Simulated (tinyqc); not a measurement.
Speciation in dilute and buffered hydrofluoric acid, oxide etch rate and bath loading: one step, computed by the program tinyqc.

Concentrations stand for activities, NH4+ and Cl- are spectators, and water ionisation is neglected. H, F and HF2 denote the ions H+, F- and HF2-. The base temperature is 298 K.

Question. One trial. Fluoride balance: [HF] + [F] + 2 [HF2] + 2 [H2F2] = HF added + NH4F added. Acid balance: [H] + [HF] + [HF2] + 2 [H2F2] = HF added + HCl added. For a trial [H], [HF] = [H][F]/K1, and the fluoride balance is a quadratic in [F]. Take pH = 3. The residual is the left side of the acid balance less the right.

Inputs (values chosen for the exercise, of the order of those for thermal oxide at room temperature):

| quantity | value | unit |
|---|---|---|
| HF added | 0.06 | mol/L |
| NH4F added | 0 | mol/L |
| HCl added | 0.045 | mol/L |
| K1 = [H][F]/[HF] | 0.000724 | mol/L |
| K2 = [HF2]/([HF][F]) | 3.55 | L/mol |
| K3 = [H2F2]/[HF]^2 | 2.82 | L/mol |

Give: [F]; [HF]; [HF2]; [H2F2]; residual.

Answer.

[F] = 0.02128 mol/L

[HF] = 0.02940 mol/L

[HF2] = 0.002221 mol/L

[H2F2] = 0.002437 mol/L

residual = -0.06751 mol/L

The residual is negative, so the pH lies below 3.
